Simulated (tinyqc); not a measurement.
# Coupling ratio and rate constant from the late transient

Problem. Long after the knee a floating-gate cell follows U = Vg - (tox/ag) B/ln(K t). Find K and ag.

Parameters, values chosen for the exercise: tunnel oxide thickness tox = 7.6 nm; control-gate voltage Vg = 12.6 V.

U at t = 0.0003 and 0.03 s (V): 1.5771651  3.2789971
B = 23.412691 V/nm

Answer. 1/(Vg - U) is linear in ln t; the ratio of the two values gives ln(K t_a), and either value gives ag.

K = 3.00e14 1/s
ag = 0.640

Computed by the program tinyqc: `OMP_NUM_THREADS=1 python tinyqc.py 2130042 2130043 out.jsonl`, one thread of a shared Intel Xeon 2.30GHz, about 0.01 s for the whole run.
